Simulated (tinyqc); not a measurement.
Buckled dimers of a reconstructed (001) surface, two dangling bonds a dimer: sweeps and comparisons. A value that a table varies takes the place of the one given here.

In a dimer one atom moves up by z and the other down by z; the dangling bond of the up atom (more s-like) falls by gm z and that of the down atom rises by gm z. With all dimers tilted alike: H(k) = [[-gm z - 2 ta cos k, -tp - 2 tx cos k], [., gm z - 2 ta cos k]], k along the row in 1/a. Two electrons a dimer fill the lowest N of the 2N levels on the mesh k_j = (j + 1/2) pi/N. Total energy a dimer: W(z) = (2/N) sum of the filled levels + kf z^2. Repulsion between electrons is left out.

Values chosen for the exercise (of the size met on Si(001); not measured data):
- tp = 0.24 eV (pi coupling inside a dimer)
- ta = 0.08 eV (coupling between like atoms along the row)
- tx = 0.03 eV (diagonal coupling along the row)
- gm = 2.02 eV/angstrom (shift of a dangling bond with height)
- kf = 7.2 eV/angstrom^2 (force constant of buckling)
- N = 16 (k points)

## Energy against buckling

W relative to z = 0; gap as lowest upper less highest lower level on 201 points from 0 to pi.

Per dimer (eV):

| z (angstrom) | band energy | elastic | W | gap |
|---|---|---|---|---|
| 0.00 | 0.0000 | 0.0000 | 0.0000 | 0.1600 |
| 0.05 | -0.0418 | 0.0180 | -0.0238 | 0.2029 |
| 0.10 | -0.1498 | 0.0720 | -0.0778 | 0.3122 |
| 0.15 | -0.2959 | 0.1620 | -0.1339 | 0.4588 |
| 0.20 | -0.4627 | 0.2880 | -0.1747 | 0.6255 |
| 0.30 | -0.8260 | 0.6480 | -0.1780 | 0.9884 |
| 0.40 | -1.2077 | 1.1520 | -0.0557 | 1.3697 |
| 0.50 | -1.5979 | 1.8000 | 0.2021 | 1.7595 |
| 0.60 | -1.9925 | 2.5920 | 0.5995 | 2.1539 |

What does this show, and why?

W is lowest at z = 0.3 among these rows (-0.1780 eV). The band energy falls as z^2 at first and linearly, as -2 gm z, once gm z is far above tp, so the elastic term always wins at large z. The gap is open at all z.

## Strong pi bonds keep dimers flat

tp is varied; z minimises W on 0 to 1 angstrom; gap on 201 points; charge moved: the mean of gm z/sqrt((gm z)^2 + h^2) over the mesh, h the off-diagonal element.

Against tp:

| tp (eV) | z (angstrom) | gain (eV) | gap (eV) | charge moved (e) |
|---|---|---|---|---|
| 0.10 | 0.2754 | 0.3428 | 0.8167 | 0.982 |
| 0.20 | 0.2620 | 0.2401 | 0.8170 | 0.934 |
| 0.30 | 0.2379 | 0.1278 | 0.8175 | 0.848 |
| 0.45 | 0.1717 | 0.0252 | 0.8186 | 0.612 |
| 0.60 | 0.0000 | 0.0000 | 0.8800 | 0.000 |
| 0.80 | 0.0000 | 0.0000 | 1.2800 | 0.000 |
| 1.00 | 0.0000 | 0.0000 | 1.6800 | 0.000 |
| 1.30 | 0.0000 | 0.0000 | 2.2800 | 0.000 |
| 1.60 | 0.0000 | 0.0000 | 2.8800 | 0.000 |

What can be read from the table?

Dimers buckle for tp up to 0.45 eV among these rows; for an isolated dimer the limit is gm^2/kf = 0.567 eV. While buckled, the splitting, on average over k, stays near 2 gm^2/kf = 1.133 eV whatever tp is, and beyond the limit it follows 2 tp; the gap is smaller by the width of the bands, about 4 ta = 0.32 eV.

## Tilting alike or in alternation

Alternation doubles the cell: sites L1, R1, L2, R2 with levels -gm z, +gm z, +gm z, -gm z, -tp inside a dimer, -2 ta cos k between L1-L2 and R1-R2, -2 tx cos k between L1-R2 and R1-L2, on k_j = (j + 1/2) pi/(2N); the lowest half of the levels is filled. Energies a dimer; gaps on these meshes.

Two patterns:

| z (angstrom) | W alike (eV) | W alternating (eV) | difference (meV) | gap alike (eV) | gap alternating (eV) |
|---|---|---|---|---|---|
| 0.05 | -0.5038 | -0.5123 | -8.4 | 0.2045 | 0.2579 |
| 0.10 | -0.5578 | -0.5739 | -16.1 | 0.3137 | 0.4347 |
| 0.15 | -0.6139 | -0.6320 | -18.0 | 0.4603 | 0.6244 |
| 0.20 | -0.6547 | -0.6721 | -17.4 | 0.6270 | 0.8165 |
| 0.30 | -0.6580 | -0.6725 | -14.5 | 0.9899 | 1.2031 |
| 0.40 | -0.5357 | -0.5477 | -11.9 | 1.3712 | 1.5911 |
| 0.50 | -0.2779 | -0.2879 | -10.0 | 1.7610 | 1.9796 |

What can be read from the table?

The lowest W listed is -0.6580 eV for like tilts and -0.6725 eV for alternation; the difference at equal z runs from -18.0 to -8.4 meV. With alternation ta joins filled up atoms to empty down atoms and gains energy in second order, about 2 ta^2/(gm z) a dimer at large z, while tx does so for like tilts; here ta = 0.08 and tx = 0.03 eV. At z = 0.3 the gap is 0.990 eV alike and 1.203 eV alternating.

## What each parameter does

z minimises W on 0 to 1 angstrom; gain over flat dimers; gap on 201 points from 0 to pi. Each row changes one parameter from the base and keeps the others.

Results:

| case | z (angstrom) | gain (eV) | gap (eV) |
|---|---|---|---|
| base | 0.2538 | 0.1910 | 0.8172 |
| tp = 0.204 eV | 0.2612 | 0.2349 | 0.8170 |
| ta = 0.11 eV | 0.2538 | 0.1910 | 0.6972 |
| tx = 0.06 eV | 0.2525 | 0.1988 | 0.8283 |
| gm = 2.182 eV/angstrom | 0.2820 | 0.2707 | 1.0056 |
| kf = 6.48 eV/angstrom^2 | 0.2878 | 0.2436 | 0.9427 |

What does this show?

The largest shifts from the base row, up to three for each result and ties (the steps differ in size, so this ranks the rows, not the parameters). z (angstrom): kf +0.0340, gm +0.0282, tp +0.0075; unchanged at the printed digits by ta. gain (eV): gm +0.0798, kf +0.0526, tp +0.0440; unchanged at the printed digits by ta. gap (eV): gm +0.1884, kf +0.1255, ta -0.1200.

Computed by tinyqc, a small Python program: `OMP_NUM_THREADS=1 python tinyqc.py 1482046 1482047 out.jsonl` (the numbers bound the seed that draws the inputs); one thread of a shared host (Intel(R) Xeon(R) Processor @ 2.30GHz), about 0.04 s for the whole set of steps.
